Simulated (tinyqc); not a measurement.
Shallow acceptor in the spherical four-band model: sweeps and comparisons. A value that a table varies takes the place of the one given here.

The ground state 1S3/2 has an L = 0 part f(r) and an L = 2 part g(r). In units of Ry* and a*, with Gaussians f_i = exp(-a_i r^2), g_i = r^2 exp(-a_i r^2), A = a_i + a_j and I(n) = Gamma((n + 1)/2)/(2 A^((n + 1)/2)): S_ff = I(2), S_gg = I(6), H_ff = (6 a_i a_j/A) I(2) - 2 I(1), H_gg = (14 a_i a_j/A) I(6) - 2 I(5), H_fg = -mu [15 I(2) - 20 a_j I(4) + 4 a_j^2 I(6)]; each function is then normalised. The split-off band is left out.

Converged values use 22 exponents 2.2^i, i = -7 to 14, for f and for g.

Units Ry* = Ry/(g1 eps^2) and a* = a0 eps g1; mu = (6 g3 + 4 g2)/(5 g1) is the spherical heavy-light coupling and delta = (g3 - g2)/g1 the cubic term, which is left out.

Constants: Ry = 13.60569312 eV; a0 (Bohr radius) = 0.5291772105 angstrom.

Inputs chosen for the exercise (near those of a shallow acceptor in Si, where the small spin-orbit splitting and strong warping make this model rough; not measured data):
```
symbol  value                                      unit      meaning
mus     (0.18, 0.28, 0.49, 0.6, 0.76, 0.83, 0.91)            couplings
rc      1.6                                        angstrom  radius of the central cell
Vs      (3, 1, 0, -1, -2, -3, -4)                  eV        central-cell strengths
g1      4.27                                                 Luttinger gamma1
g2      0.34                                                 gamma2
g3      1.44                                                 gamma3
eps     11.7                                                 dielectric constant
```

## Strength of the heavy-light coupling

Ry* = 23.2767 meV

Converged values in Ry* and a*; the heavy-mass hydrogen model gives 1/(1 - mu).

Results:
```
mu    binding (Ry*)  1/(1 - mu)  ratio  L = 2 weight  <r> (a*)  binding (meV)
0.18          1.030       1.220  0.845         0.014     1.463           24.0
0.28          1.076       1.389  0.775         0.034     1.410           25.1
0.49          1.283       1.961  0.654         0.105     1.213           29.9
0.60          1.503       2.500  0.601         0.161     1.056           35.0
0.76          2.217       4.167  0.532         0.267     0.744           51.6
0.83          2.966       5.882  0.504         0.324     0.568           69.0
0.91          5.255      11.111  0.473         0.398     0.331          122.3
```

What can be read from the table?

The binding starts as 1 + O(mu^2), 1.030 at mu = 0.18, since the coupling enters in second order, and reaches 5.25 at mu = 0.91. The ratio to the heavy-mass model falls from 0.84 to 0.47, towards about 0.44 as mu goes to 1: the bound hole is only partly heavy. The L = 2 weight grows to 0.40 and the radius shrinks by a factor 4.4.

## Central-cell correction

mu = 0.46838
a* = 26.437 angstrom

A short-range term V exp(-r^2/rc^2) is added (negative: attracts the hole); its elements are V S (A/(A + 1/rc^2))^(3/2) for f and ^(7/2) for g, in the same units.

Results:
```
V (eV)  1S binding (meV)  2S binding (meV)  <r> (angstrom)  L = 2 weight
3.0                 27.6              7.74            34.6         0.094
1.0                 28.5              7.87            33.5         0.095
0.0                 29.1              7.95            32.8         0.096
-1.0                29.9              8.04            31.9         0.097
-2.0                30.9              8.16            30.9         0.097
-3.0                32.1              8.31            29.8         0.098
-4.0                33.8              8.49            28.3         0.100
```

What does this show, and why?

From V = 0 to -4 eV the 1S binding grows by 4.7 meV (16 %) and the 2S binding by 0.55 meV, so the chemical shift sits mainly in the ground state. A repulsion of 3 eV removes 1.6 meV. The slope is 1.67 meV per eV over the last step against 0.53 on the repulsive side, since attraction pulls the state into the cell; over this range the level stays shallow.

## What each parameter does

Converged values. Each row changes one parameter from the base and keeps the others.

Results:
```
case           mu  Ry* (meV)  binding (meV)  <r> (angstrom)
base        0.468      23.28          29.14            32.8
g1 = 4.61   0.434      21.56          26.04            36.5
g2 = 0.29   0.459      23.28          28.84            33.0
g3 = 1.32   0.435      23.28          28.14            33.8
eps = 10.8  0.468      27.32          34.20            30.2
```

What does this show?

The largest shifts from the base row, up to three for each result and ties (the steps differ in size, so this ranks the rows, not the parameters). mu: g1 -0.035, g3 -0.034, g2 -0.009; unchanged at the printed digits by eps. Ry* (meV): eps +4.04, g1 -1.72; unchanged at the printed digits by g2 and g3. binding (meV): eps +5.06, g1 -3.10, g3 -1.00. <r> (angstrom): g1 +3.7, eps -2.5, g3 +1.0. g1 acts twice: it lowers Ry* and it lowers mu.

tinyqc: `OMP_NUM_THREADS=1 python tinyqc.py 1281817 1281818 out.jsonl`; about 0.05 s, one thread, shared Intel(R) Xeon(R) Processor @ 2.30GHz.
